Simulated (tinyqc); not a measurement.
CIS and TDHF on RHF in the sto-3g basis, for H3+, spin multiplicity 1, step by step. One step of it, computed by the program tinyqc.

Question. CIS matrix, triplets. A(ia,jb) = (e_a - e_i) d_ij d_ab - (ij|ab).

orbital energies (hartree): MO1 -1.019747, MO2 -0.324502, MO3 0.322131

Two-electron integrals over orbitals (pq|rs), unique and non-zero (hartree):
```
(11|11) 0.584819    (21|11) -0.002897   (21|21) 0.145689    (22|11) 0.501293
(22|21) 0.004100    (22|22) 0.550189    (31|11) 0.094953    (31|21) 0.000973
(31|22) -0.034843   (31|31) 0.134009    (32|11) 0.001574    (32|21) -0.136931
(32|22) -0.004257   (32|31) -0.002359   (32|32) 0.153255    (33|11) 0.589607
(33|21) -0.004241   (33|22) 0.527722    (33|31) 0.087232    (33|32) 0.003309
(33|33) 0.631751
```

Give: CIS matrix A, triplet.

Answer.

CIS matrix A, triplet (hartree):
```
         1>2      1>3
1>2   0.1940  -0.0016
1>3  -0.0016   0.7523
```
